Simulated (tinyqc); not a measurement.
Ionisation and resistivity against doping: donors with valley-orbit split 1s states.

Each donor binds at most one electron, in any of its states. For a site s, W_s = sum over its states of g exp(E/kT), and the ionised share is 1/(1 + W_s exp(eta)), eta = (EF - Ec)/kT; n = Nc F_1/2(eta); neutrality n + NA = ND x (mean ionised share); holes are neglected. Nc from N = 2 (m kB T/(4 pi c))^(3/2) with c = hbar^2/2m0, in 1/angstrom^3; times 1e24 for 1/cm^3, m = md. F_j(eta) = (1/Gamma(j + 1)) integral_0^infinity x^j dx/(1 + exp(x - eta)), which tends to exp(eta) for eta << 0.

Mobility (Caughey-Thomas form): mu = mu0 + (mu1 (T/300)^(-ga) - mu0)/(1 + ((ND + NA)/Nr)^de); rho = 1/(e n mu), e = 1.602176634e-19 C.

Constants: hbar^2/2m0 = 3.80998211 eV angstrom^2; kB = 8.617333262e-05 eV/K.

Values chosen for the exercise (near those of As in Si; the results hold for these values, not for the real material):
- md = 1.055 m0 (density-of-states mass of the conduction band)
- E = (54.7, 33.1, 31.9) meV (binding energies of 1s(A1), 1s(T2), 1s(E))
- g = (2, 6, 4) (their degeneracies with spin)
- T = 300 K
- mu0 = 67 cm^2/(V s) (mobility at heavy doping)
- mu1 = 1354 cm^2/(V s) (mobility at light doping and 300 K)
- Nr = 8.9e+16 1/cm^3 (reference doping)
- de = 0.72 (doping exponent)
- ga = 2.3 (temperature exponent)

NA = 0.

Results:
```
ND (1/cm^3)  n (1/cm^3)   n/ND  mu (cm^2/(V s))  rho (ohm cm)  rho at full ionisation
1.0e+14        1.00e+14  1.000             1344          46.4                    46.4
1.0e+15        9.98e+14  0.998             1305          4.79                    4.78
1.0e+16        9.82e+15  0.982             1133         0.561                   0.551
3.0e+16        2.85e+16  0.948              950         0.231                   0.219
1.0e+17        8.59e+16  0.859              684         0.106                  0.0913
3.0e+17        2.13e+17  0.710              446        0.0657                  0.0467
1.0e+18        5.07e+17  0.507              259        0.0476                  0.0241
2.0e+18        7.91e+17  0.396              191        0.0413                  0.0164
```

How do the results move, and what explains it?

From 1e16 to 1e18 1/cm^3 rho falls by a factor 11.8, not 100: the mobility takes a factor 4.38 and incomplete ionisation 1.94. n/ND is below 0.9 from 1e+17 1/cm^3 on. From a few times 1e18 1/cm^3 on, depending on the dopant, the levels merge with the band, and already below that screening lowers the binding energy, so the last rows understate n.

(tinyqc, `OMP_NUM_THREADS=1 python tinyqc.py 1652148 1652149 out.jsonl`, Intel(R) Xeon(R) Processor @ 2.30GHz, 1 thread, shared host, about 0.01 s.)
